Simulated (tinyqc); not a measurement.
Interface states from two metals.

Inverse problem. Schottky barriers follow phi = S (pM - chi) + (1 - S) E0, S = 1/(1 + q Ds dl/(eps0 ei)). Find S, E0 and Ds.

Inputs (values chosen for the exercise); material values close to those of gallium nitride:

| symbol | value | unit | meaning |
|---|---|---|---|
| chi | 4.14 | eV | electron affinity |
| dl | 0.38 | nm | thickness of the interface layer |
| ei | 1.4 |  | its relative permittivity |

Constants: q = 1.602176634e-19 C, eps0 = 8.8541878128e-14 F/cm where lengths are in cm. Results are converted to the units shown.

phi for pM = 4.29 and 4.98 eV (eV): 0.50413116  1.1029556

Answer. The slope is S, and either point then gives E0.

S = 0.8679
E0 = 2.830 eV
Ds = 3.100e12 cm^-2 eV^-1

tinyqc, about 0.01 s, one thread, Intel Xeon 2.30GHz (shared host): `OMP_NUM_THREADS=1 python tinyqc.py 2430079 2430080 out.jsonl`
